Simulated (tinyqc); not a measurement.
Exact and approximate size effects: heat flow across a film from the phonon Boltzmann equation in the relaxation-time approximation. Computed by tinyqc, a small Python program. Command: `OMP_NUM_THREADS=1 python tinyqc.py 3027319 3027320 out.jsonl slabbte walk`. One thread of a shared host (Intel(R) Xeon(R) Processor @ 2.30GHz), about 0.02 s of CPU time with the checks.

Two black walls, hot at x = 0 and cold at x = L, emit phonons isotropically. For one free path Lambda, with tau = x/Lambda, tau_L = L/Lambda and phi = (T - T_cold)/Delta T, energy balance gives phi(tau) = (1/2) [E2(tau) + int_0^tau_L phi(s) E1(|tau - s|) ds]; E_n are the exponential integrals. The flux over the ballistic flux C v Delta T/4 is psi = 1 - 2 int_0^tau_L phi(s) E2(s) ds, and kappa_eff/kappa = (3/4) tau_L psi. kappa = C v Lambda/3 is an input, so at fixed kappa a longer free path means a smaller C v.

Inputs (values chosen for the exercise, modelled on indium phosphide): free path Lambda_1 = 110 nm; free path Lambda_2 = 510 nm; share f_2 of kappa = 0.42.

Free-path groups: two.

Method:
- Cut the film into n equal cells with constant phi, collocated at the centres c_i: the kernel integrates to A_ij = |E2(|c_i - e_j|) - E2(|c_i - e_(j+1)|)|/2 for cell edges e_j, and A_ii = 1 - E2(half a cell); solve (1 - A) phi = E2(c)/2; psi = 1 - 2 sum_j phi_j [E3(e_j) - E3(e_(j+1))].
- Each group is solved on its own with 150 and 300 cells, psi = (4 psi(300) - psi(150))/3, and weighted by its share of kappa (f_1 is what the others leave); exchange of energy between groups inside the film is left out.
- Two-flux: kappa_eff/kappa = sum f_i/(1 + 4 Lambda_i/(3 L)). Matthiessen with the thickness: sum f_i/(1 + Lambda_i/L). Ballistic limit: sum f_i 3 L/(4 Lambda_i).

Kappa_eff/kappa:

| L (nm) | Boltzmann | two-flux | Matthiessen | ballistic limit |
|---|---|---|---|---|
| 3.3 | 0.014709 | 0.014791 | 0.019593 | 0.015088 |
| 11 | 0.046488 | 0.047151 | 0.061595 | 0.050294 |
| 28 | 0.10699 | 0.10959 | 0.13954 | 0.12802 |
| 66 | 0.21064 | 0.21716 | 0.265625 | 0.30176 |
| 160 | 0.37172 | 0.38261 | 0.44400 | 0.73155 |
| 440 | 0.58768 | 0.6 | 0.65853 | 2.0118 |
| 1100 | 0.76121 | 0.77132 | 0.81423 | 5.0294 |
| 2800 | 0.88314 | 0.88906 | 0.91336 | 12.802 |

What follows from these numbers?

The two-flux formula lies above the Boltzmann result by at most about 3.1 % (at L = 66 nm); the Matthiessen form is high by up to 33 %, since it misses the factor 3/4 of the ballistic limit. The thinnest film reaches 97 % of that limit, and the thickest, 25 Lambda_1, only 88 % of the bulk value: the long free paths keep the size effect alive far beyond Lambda_1. Rows below about 10 nm are near the phonon wavelength, where a particle picture fails.
